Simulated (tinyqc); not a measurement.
# MOS capacitor on a p-type substrate, surface potential from the exact charge relation: effects of single changes

Uniform p-type substrate, Boltzmann statistics, full ionisation, classical densities. psi is the surface potential against the body (positive when the bands bend down) and u = psi/Vt. Traps are spread evenly over the gap and neutral at flat band, so their charge is -q Dit psi; the minority quasi-Fermi level is shifted by Vb.

Inputs (values chosen for the exercise); band and dielectric values those of a made-up semiconductor:

| symbol | value | unit | meaning |
|---|---|---|---|
| T | 293 | K | temperature |
| Eg | 1.13 | eV | band gap |
| eps_r | 14.2 |  | relative permittivity |
| Nc | 2.03e19 | cm^-3 | conduction-band density of states at T |
| Nv | 2.24e19 | cm^-3 | valence-band density of states at T |
| chi | 3.85 | eV | electron affinity |
| N | 4.1e15 | cm^-3 | acceptor density of the substrate |
| eox | 24.5 |  | relative permittivity of the gate insulator (close to zirconium oxide) |
| tox | 87 | nm | insulator thickness |
| phiM | 4.88 | eV | gate work function |
| Nf | 0 | cm^-2 | fixed charge at the interface, in units of q |
| Dit | 0 | cm^-2 eV^-1 | density of interface traps |
| Vb | 1.8 | V | reverse bias of the inversion layer against the body |

Constants: q = 1.602176634e-19 C, kB = 1.380649e-23 J/K, Vt = kB T/q, eps0 = 8.8541878128e-14 F/cm where lengths are in cm. Results are converted to the units shown.

Each table varies one quantity; the others keep the values above.

## Capacitance-voltage curves

ni = sqrt(Nc Nv) exp(-Eg/(2 Vt)), Eg in volts; phiF = Vt ln(N/ni); Cox = eps0 eox/tox; Vfb = phiM - chi - (Eg - Vt ln(Nv/N)) - q Nf/Cox; Q0 = sqrt(2 eps0 eps_r q N Vt); r = (ni/N)^2 exp(-Vb/Vt); VT = Vfb + [(2 phiF + Vb)(1 + q Dit/Cox) + sqrt(2 eps0 eps_r q N (2 phiF + Vb))/Cox]. u = psi/Vt; F^2 = exp(-u) + u - 1 + r (exp(u) - u - 1); Qs = -sign(u) Q0 F; Cs = -dQs/dpsi = (Q0/Vt) |1 - exp(-u) + r (exp(u) - 1)|/(2 F). psi solves Vg = Vfb + psi + (q Dit psi - Qs)/Cox. Low frequency: 1/C_LF = 1/Cox + 1/(Cs + q Dit). High frequency, in the simple estimate in which traps and minority carriers do not follow: 1/C_HF = 1/Cox + 1/Cd, Cd being Cs with r = 0 at the same psi. Deep depletion: r = 0 and Dit = 0 both in the equation for psi and in Cs. Minority sheet density N_inv = (Q0/(2 q)) int_0^u r (exp(t) - 1)/F(t) dt for u > 0. N_inv under 1 cm^-2 is printed as 0. Regimes: accumulation when majority carriers gather, then depletion up to |psi| = phiF + Vb, weak inversion up to 2 phiF + Vb, strong inversion beyond.

Capacitance-voltage curves:
```
Vg (V)	psi (V)	C_LF/Cox	C_HF/Cox	C_deep/Cox	N_inv (cm^-2)	regime
-0.83	-0.1719	0.9393	0.9393	0.9393	0	accumulation
-0.37	-0.1329	0.8783	0.8783	0.8783	0	accumulation
0.08	-0.02030	0.4911	0.4911	0.4911	0	accumulation
0.54	0.3324	0.1282	0.1282	0.1282	0	depletion
1	0.7445	0.08767	0.08767	0.08767	0	depletion
1.46	1.168	0.07083	0.07083	0.07083	0	depletion
1.92	1.598	0.06102	0.06102	0.06102	0	depletion
2.37	2.022	0.05453	0.05453	0.05453	15.08	depletion
2.83	2.458	0.05928	0.04966	0.04965	4.279e8	weak inversion
3.29	2.643	0.8878	0.04796	0.04589	4.154e11	strong inversion
3.75	2.678	0.9458	0.04765	0.04287	1.076e12	strong inversion
```

C_LF/Cox is lowest, 0.0545, at Vg = 2.37 V (depletion) among the rows listed and is 0.946 in the last row, where C_HF/Cox is 0.0477 and the deep-depletion value 0.0429. Vfb = 0.117 V, where C_HF/Cox = 0.420 (Cox in series with eps0 eps_r/LD), and VT = 2.87 V. Over the last two rows psi moves by only 0.076 V a volt of gate bias, since the inversion charge screens the body. In strong accumulation and inversion degeneracy and confinement, left out here, lower the capacitance.

## Effect of the fixed charge at the interface on threshold and swing

ni = sqrt(Nc Nv) exp(-Eg/(2 Vt)), Eg in volts; phiF = Vt ln(N/ni); Cox = eps0 eox/tox; Vfb = phiM - chi - (Eg - Vt ln(Nv/N)) - q Nf/Cox; VT = Vfb + [(2 phiF + Vb)(1 + q Dit/Cox) + sqrt(2 eps0 eps_r q N (2 phiF + Vb))/Cox]. gamma = sqrt(2 eps0 eps_r q N)/Cox; Wm = sqrt(2 eps0 eps_r (2 phiF + Vb)/(q N)); m = 1 + (eps0 eps_r/Wm + q Dit)/Cox; swing m Vt ln 10; Cmin/Cox = 1/(1 + Cox Wm/(eps0 eps_r)).

The same in every row: 2 phiF (V) = 0.69791; gamma (V^0.5) = 0.16300; Wm (nm) = 977.86; m = 1.0516; swing (mV/decade) = 61.135; Cmin/Cox = 0.049038.

Results:
```
Nf (cm^-2)	Vfb (V)	VT (V)
-4e11	0.37431	3.1298
-2e11	0.24580	3.0013
0	0.11729	2.8728
2e11	-0.011226	2.7443
6e11	-0.26825	2.4873
8e11	-0.39676	2.3588
```

Estimate the missing row, Nf = 4e11 cm^-2.

Computed row:
```
Nf (cm^-2)	Vfb (V)	VT (V)
4e11	-0.13974	2.6158
```

With this row back in the table: As Nf goes from -4e11 to 8e11, VT falls from 3.13 to 2.36 V, the swing stays at 61.1 mV/decade and Cmin/Cox stays at 0.0490. The whole change of VT is that of Vfb: the curve shifts rigidly.

Program tinyqc, `OMP_NUM_THREADS=1 python tinyqc.py 2060123 2060124 out.jsonl`; Intel Xeon 2.30GHz, shared host, one thread, about 0.01 s.
